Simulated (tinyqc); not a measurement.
From results back to parameters: heavy doping: gap narrowing, degeneracy and the minority density. Four cases, with inputs chosen for the exercise.

Problem. The minority density was computed from a hidden true narrowing dEg.

F_j(eta) = (1/Gamma(j + 1)) integral_0^infinity x^j dx/(1 + exp(x - eta)), which tends to exp(eta) for eta << 0.

Majority: N = Nc F_1/2(eta), eta the distance of EF beyond the majority band edge in kT. Degeneracy factor gam = F_1/2(eta)/exp(eta). ni0^2 = Nc Nv exp(-Eg/kT); product n p = ni0^2 gam exp(dEg/kT), dEg the true narrowing; apparent narrowing dEa = dEg + kT ln gam; minority density = n p/N.

Constants: kB = 8.617333262e-05 eV/K.

Find: dEa; gam; dEg.

Method. dEa = kT ln(minority x N/ni0^2); gam follows from N alone, and dEg = dEa - kT ln gam.

Case 1.

Values chosen (gap and densities of states near those of Si at this temperature; narrowing constants near the fits for Si; not measured data): N = 3.7e+19 1/cm^3 (ionised donors, equal to the majority density); Eg = 1.14 eV (gap); Nc = 2.82e+19 1/cm^3 (conduction-band density of states); Nv = 1.12e+19 1/cm^3 (valence-band density of states); T = 300 K.

minority density = 8.90707 1/cm^3

Solution.

dEa = 69.62 meV
gam = 0.6340
dEg = 81.40 meV

Case 2.

Values chosen (gap and densities of states near those of Ge at this temperature; narrowing constants of the size fitted for Si, not for this material; not measured data): N = 6.6e+17 1/cm^3 (ionised donors, equal to the majority density); Eg = 0.661 eV (gap); Nc = 1.04e+19 1/cm^3 (conduction-band density of states); Nv = 4.78e+18 1/cm^3 (valence-band density of states); T = 300 K.

minority density = 1.71906e+09 1/cm^3

Solution.

dEa = 27.54 meV
gam = 0.9778
dEg = 28.12 meV

Case 3.

Values chosen (gap and densities of states near those of Si at this temperature; narrowing constants near the fits for Si; not measured data): N = 3.1e+19 1/cm^3 (ionised donors, equal to the majority density); Eg = 1.138 eV (gap); Nc = 2.59e+19 1/cm^3 (conduction-band density of states); Nv = 1.07e+19 1/cm^3 (valence-band density of states); T = 300 K.

minority density = 11.5190 1/cm^3

Solution.

dEa = 73.08 meV
gam = 0.6595
dEg = 83.84 meV

Case 4.

Values chosen (gap and densities of states near those of Si at this temperature; narrowing constants near the fits for Si; not measured data): N = 3.9e+19 1/cm^3 (ionised donors, equal to the majority density); Eg = 1.126 eV (gap); Nc = 2.63e+19 1/cm^3 (conduction-band density of states); Nv = 1.23e+19 1/cm^3 (valence-band density of states); T = 300 K.

minority density = 14.9126 1/cm^3

Solution.

dEa = 69.69 meV
gam = 0.5982
dEg = 82.97 meV

Computed by tinyqc, one run a case: `OMP_NUM_THREADS=1 python tinyqc.py N N+1 out.jsonl` with N = 1680237, 1680282, 1680509, 1680563; one thread of a shared Intel(R) Xeon(R) Processor @ 2.30GHz, about 0.01 s a run at most.
